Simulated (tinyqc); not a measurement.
Interface traps by the conductance method, one level: two steps of the calculation.

MOS capacitor on an n-type substrate; psi is the band bending, negative in depletion; only majority carriers are counted. The traps exchange electrons with the conduction band; their admittance lies in parallel with Cd, and that pair in series with Cox and Rs. w = 2 pi f.

Inputs (values chosen for the exercise): signal frequency f = 4.2e7 Hz.

Question 1. Parallel conductance and capacitance. With x = w tau: Gp/w = Cit x/(1 + x^2), Cp = Cd + Cit/(1 + x^2).

Cd = 620.79332 nF/cm^2
tau = 5.3661003e-9 s
Cit = 367.95277 nF/cm^2

Wanted: x; Gp/w; Cp.

Answer 1.

x = 1.416
Gp/w = 173.4 nF/cm^2
Cp = 743.2 nF/cm^2

The peak of Gp/w lies at x = 1 with the height 0.5 Cit; this frequency gives 0.471 Cit.

Question 2. Extraction from the readings. Ignoring Rs: Gp/w = w Cox^2 Gm/[Gm^2 + w^2 (Cox - Cm)^2].

Cox = 132.81282 nF/cm^2
Cm = 113.43659 nF/cm^2
Gm/w = 3.8347683 nF/cm^2

Wanted: extracted Gp/w.

Answer 2.

extracted Gp/w = 173.4 nF/cm^2

Program tinyqc, `OMP_NUM_THREADS=1 python tinyqc.py 2030097 2030098 out.jsonl`; Intel Xeon 2.30GHz, shared host, one thread, about 0.01 s.
